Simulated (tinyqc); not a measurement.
What moves the results: Weaire-Thorpe hybrids on a Bethe lattice: gap and dangling bond of an amorphous tetrahedral solid. A value that a table varies takes the place of the one given here.

Four sp3 hybrids an atom at energy 0, coupled by -V1 on the atom and by -V2 along a bond; the bonds form a tree (no rings). For any network the gap runs at least from -V2 + V1 to V2 - 3 V1, and p-like states pile up at -V2 + V1 and V2 + V1. On the tree the gap is wider: it ends at Ec = -V1 + sqrt(V2^2 + 4 V1^2 - 2 sqrt3 V1 V2), which makes it well wider than the gaps of the real glasses. A branch seen from a hybrid has the self-energy S = V2^2 g, where g is the Green function of the hybrid across the bond, whose three partners carry S themselves. With a = z - V1, b = a - S: g = 1/(a + V1 b/(b + 3 V1)), z = E + i eta. A full atom has G = (1/b)(b + 3 V1)/(b + 4 V1) per hybrid; a dangling hybrid with shift dh has G = 1/(1/g - dh).

Inputs chosen for the exercise (of the size of tabulated hybrid energies for amorphous silicon; the results hold for these values, not for the real material): V1 = 1.84 eV (coupling of two hybrids on one atom); V2 = 4.53 eV (coupling of the two hybrids of a bond); eta = 0.05 eV (broadening); dh = 0.12 eV (shift of the dangling hybrid (rehybridisation)); VH = 5.4 eV (coupling to a hydrogen atom); eH = -2.83 eV (hydrogen level); E1s = -3.9 eV (first energy); dE = 0.46 eV (step).

## Bulk, dangling and hydrogenated hybrids across the gap

edges (eV): Ev -2.69000, Ec(bound) -0.99000, Ec(tree) 0.43801

Thirteen energies E1s + j dE. With hydrogen the hybrid gains the self-energy VH^2/(z - eH) and dh = 0.

Density per hybrid (1/eV):

| E (eV) | bulk | dangling | with hydrogen |
|---|---|---|---|
| -3.90 | 0.0042 | 0.0016 | 0.0015 |
| -3.44 | 0.0077 | 0.0012 | 0.0008 |
| -2.98 | 0.0464 | 0.0013 | 0.0006 |
| -2.52 | 0.1271 | 0.0016 | 0.0005 |
| -2.06 | 0.0104 | 0.0022 | 0.0005 |
| -1.60 | 0.0037 | 0.0034 | 0.0005 |
| -1.14 | 0.0021 | 0.0061 | 0.0005 |
| -0.68 | 0.0015 | 0.0151 | 0.0006 |
| -0.22 | 0.0014 | 0.0974 | 0.0007 |
| 0.24 | 0.0021 | 0.2248 | 0.0011 |
| 0.70 | 0.0192 | 0.1144 | 0.0073 |
| 1.16 | 0.0281 | 0.1067 | 0.0145 |
| 1.62 | 0.0327 | 0.0965 | 0.0223 |

How do the results move?

Between Ev = -2.69 and Ec = 0.44 eV the bulk density is a broadening tail (least 0.0014). The dangling hybrid reaches 0.225 at 0.24 eV among these rows; its level lies at 0.059 eV, and the peak there, of width eta, is far higher unless a row falls on it. With hydrogen the largest value on the rows inside the gap, more than 0.05 eV from an edge, is 0.0011, and 1/g = VH^2/(E - eH) has no root in the gap: the state has gone into a bonding level below and an antibonding one above.

## Level against rehybridisation

Root of 1/g(E) = dh for eta = 0 in the gap of the tree, between Ev = -V2 + V1 and Ec; a dash: none. A flatter atom makes the hybrid more p-like (dh > 0, up to V1), a more pyramidal one more s-like (dh < 0).

Level:

| dh (eV) | E (eV) | above Ev (eV) | weight |
|---|---|---|---|
| -3.0 | -1.8311 | 0.8589 | 0.611 |
| -2.5 | -1.5204 | 1.1696 | 0.630 |
| -2.0 | -1.2026 | 1.4874 | 0.639 |
| -1.5 | -0.8836 | 1.8064 | 0.635 |
| -1.0 | -0.5702 | 2.1198 | 0.616 |
| -0.5 | -0.2715 | 2.4185 | 0.575 |
| 0.0 | 0.0000 | 2.6900 | 0.505 |
| 0.5 | 0.2265 | 2.9165 | 0.393 |
| 1.0 | 0.3829 | 3.0729 | 0.222 |

What does this show?

A level exists for 9 of the 9 rows, from dh = -3 (0.859 eV above Ev) to 1 (3.073 eV); the gap of the tree is 3.128 eV. Its slope dE/d(dh) is the weight, largest at dh = -2 (0.64). A level that rises as the atom flattens is why an emptied dangling bond relaxes flat and a doubly filled one pyramidal.

## Stretching the bonds

V2 is scaled as (d0/d)^2 and V1 stays. Bound 2 V2 - 4 V1; tree V2 - 2 V1 + sqrt(V2^2 + 4 V1^2 - 2 sqrt3 V1 V2); a negative bound means that a network with rings may have no gap.

Against d/d0:

| d/d0 | V2 (eV) | V2/V1 | bound (eV) | tree (eV) |
|---|---|---|---|---|
| 0.96 | 4.915 | 2.671 | 2.471 | 3.760 |
| 0.98 | 4.717 | 2.563 | 2.074 | 3.430 |
| 1.00 | 4.530 | 2.462 | 1.700 | 3.128 |
| 1.02 | 4.354 | 2.366 | 1.348 | 2.853 |
| 1.04 | 4.188 | 2.276 | 1.016 | 2.603 |
| 1.07 | 3.957 | 2.150 | 0.553 | 2.271 |
| 1.10 | 3.744 | 2.035 | 0.128 | 1.986 |
| 1.15 | 3.425 | 1.862 | -0.509 | 1.601 |

What can be read from the table?

The bound falls by 181 meV for each per cent of stretch near d0 and vanishes at d/d0 = 1.109, inside the table. Weak, stretched bonds therefore put states closest to the edges, one origin of band tails.

## What each parameter does

Ev = -V2 + V1, conduction edge of the tree -V1 + sqrt(V2^2 + 4 V1^2 - 2 sqrt3 V1 V2), and the level that solves 1/g(E) = dh for eta = 0. Each row changes one parameter from the base and keeps the others.

Results:

| case | Ev (eV) | Ec (eV) | level (eV) | weight |
|---|---|---|---|---|
| base | -2.6900 | 0.4380 | 0.0593 | 0.482 |
| V1 = 1.76 eV | -2.7700 | 0.5406 | 0.0645 | 0.527 |
| V2 = 4.68 eV | -2.8400 | 0.5295 | 0.0632 | 0.516 |
| dh = 0.02 eV | -2.6900 | 0.4380 | 0.0101 | 0.501 |

What does this show?

The largest shifts from the base row, up to three for each result and ties (the steps differ in size, so this ranks the rows, not the parameters). Ev (eV): V2 -0.1500, V1 -0.0800; unchanged at the printed digits by dh. Ec (eV): V1 +0.1026, V2 +0.0915; unchanged at the printed digits by dh. level (eV): dh -0.0492, V1 +0.0052, V2 +0.0039. weight: V1 +0.045, V2 +0.034, dh +0.019.

Computed by tinyqc, a small Python program: `OMP_NUM_THREADS=1 python tinyqc.py 1480049 1480050 out.jsonl` (the numbers bound the seed that draws the inputs); one thread of a shared host (Intel(R) Xeon(R) Processor @ 2.30GHz), about 0.04 s for the whole set of steps.
